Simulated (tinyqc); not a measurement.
Biaxially strained (001) channel, valley splitting in an inversion layer: effect of the temperature.

A thin layer grown on a relaxed buffer is stretched in the plane. The two valleys with their long axis along the growth direction (D2) sink against the four in-plane ones (D4); confinement in a triangular well splits them too. Only the lowest subband of each set is kept; one relaxation time, so the weakening of intervalley scattering is left out.

e_par = b1 x, e_perp = -2 (c12/c11) e_par, splitting D = Xu (e_par - e_perp), in-plane stress (c11 + c12 - 2 c12^2/c11) e_par. Levels E(m) = 2.33811 (hbar^2 q^2 F^2/(2 m))^(1/3): E2 = E(ml), E4 = E(mt) + D; N2 = 2 mt kB T/(pi hbar^2), N4 = 4 sqrt(mt ml) kB T/(pi hbar^2). EF solves Ns = N2 ln(1 + exp((EF - E2)/Vt)) + N4 ln(1 + exp((EF - E4)/Vt)); f2 is the share in D2, and 1/mc = f2/mt + (1 - f2)(1/mt + 1/ml)/2. The gain is mc(x = 0)/mc.

Inputs (values chosen for the exercise); values close to those of silicon on relaxed silicon-germanium:
- x = 0.18 (germanium share of the relaxed buffer)
- b1 = 0.0418 (lattice mismatch per unit x)
- c11 = 165 GPa (elastic constant)
- c12 = 65.1 GPa (elastic constant)
- Xu = 9.14 eV (shear deformation potential)
- ml = 0.905 m0 (longitudinal mass)
- mt = 0.188 m0 (transverse mass)
- F = 0.53 MV/cm (confining field)
- Ns = 5.5e11 cm^-2 (inversion density)

Constants: q = 1.602176634e-19 C, kB = 1.380649e-23 J/K, hbar = 1.054571817e-34 J s, m0 = 9.1093837015e-31 kg, Vt = kB T/q, hbar^2/(2 m0) = 0.0380998212 eV nm^2. Results are converted to the units shown.

The same in every row: D (meV) = 123.0.

Result of one run:

| f2 without strain | f2 | mc (m0) | gain |
|---|---|---|---|
| 0.7781 | 0.9962 | 0.1883 | 1.095 |

Which temperature T gave this result: 150, 240, 285, 330 or 420 K?

T = 330 K.

The whole series:

| T (K) | f2 without strain | f2 | mc (m0) | gain |
|---|---|---|---|---|
| 150 | 0.9890 | 1.000 | 0.1880 | 1.004 |
| 195 | 0.9578 | 1.000 | 0.1880 | 1.017 |
| 240 | 0.9060 | 0.9997 | 0.1880 | 1.039 |
| 285 | 0.8429 | 0.9987 | 0.1881 | 1.066 |
| 330 | 0.7781 | 0.9962 | 0.1883 | 1.095 |
| 375 | 0.7172 | 0.9912 | 0.1887 | 1.122 |
| 420 | 0.6628 | 0.9830 | 0.1893 | 1.146 |
| 465 | 0.6153 | 0.9713 | 0.1902 | 1.166 |

As T goes from 150 to 465 K, f2 falls from 1.00 to 0.971 (without strain: it falls from 0.989 to 0.615) and the gain rises from 1.00 to 1.17.

tinyqc, about 0.02 s, one thread, Intel Xeon 2.30GHz (shared host): `OMP_NUM_THREADS=1 python tinyqc.py 2530158 2530159 out.jsonl`
